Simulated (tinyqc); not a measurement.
MOS capacitor with interface traps: C-V stretch-out, conductance peak and subthreshold swing: one step, computed by the program tinyqc. Command: `OMP_NUM_THREADS=1 python tinyqc.py 3004078 3004079 out.jsonl mostraps walk`. One thread of a shared host (Intel(R) Xeon(R) Processor @ 2.30GHz), about 0.01 s of CPU time with the checks.

Energies at the interface are counted from the valence band. psi > 0 means bending towards depletion, so the surface potential is -psi. Boltzmann statistics, full ionisation, no quantum confinement. Traps are neutral when filled up to E_n, with a sharp (zero-temperature) occupation.

Problem. Charges at the given band bending. With u = psi/k_B T and r = (n_i/N)^2: F = sqrt(exp(-u) + u - 1 + r (exp(u) - u - 1)); Q_s = +sign(u) sqrt(2) eps_s eps_0 (k_B T/e) F/L_D; C_s = (eps_s eps_0/(sqrt(2) L_D)) |1 - exp(-u) + r (exp(u) - 1)|/F; at high frequency, below strong inversion, the terms in r are dropped. D(E) = D_0 + D_1 exp(-(E - E_p)^2/2 w^2). E_F at the interface is E_s = E_F - psi; Q_it = -e int from E_n to E_s of D(E) dE; C_it = e D(E_s) (per volt); V_G = phi_ms - psi - (Q_s + Q_it + e N_f)/C_ox.

Inputs (values chosen for the exercise, modelled on InP, with an insulator like SiO2):
```
quantity                              value         unit
gap E_g                                1.34           eV
dielectric constant eps_s              12.7            -
doping N                            9.3e+16        cm^-3
work-function difference phi_ms       -0.24            V
fixed charge N_f                      2e+12        cm^-2
trap density D_0                    2.1e+11  cm^-2 eV^-1
neutrality level E_n                  0.845           eV
band bending towards depletion psi     0.61            V
temperature T                           400            K
peak density D_1                    1.5e+12  cm^-2 eV^-1
peak width w                           0.11           eV
peak position E_p                     0.757           eV
```

Substrate: n-type. Trap spectrum: flat plus a Gaussian peak.

k_B T = 0.03446933 eV

n_i = 1.389700e+10 cm^-3

Debye length L_D = 16.12857 nm

bulk E_F = 1.264539 eV

C_ox = 0.08215863 microF/cm^2

Constants: eps_0 = 8.8541878128e-12 F/m; e = 1.602176634e-19 C.

Give: E_s; Q_s; C_s; C_s at high frequency; D(E_s); Q_it; C_it; gate voltage V_G.

Solution.

E_s = 0.6545 eV

Q_s = 0.1389 microC/cm^2

C_s = 0.1206 microF/cm^2

C_s at high frequency = 0.1206 microF/cm^2

D(E_s) = 1.182e+12 cm^-2 eV^-1

Q_it = 0.04698 microC/cm^2

C_it = 0.1894 microF/cm^2

gate voltage V_G = -7.012 V

The traps hold positive charge because E_s lies below E_n. Caution: the bulk E_F lies within 3 k_B T of the majority band, where the dopants may be only partly ionised.
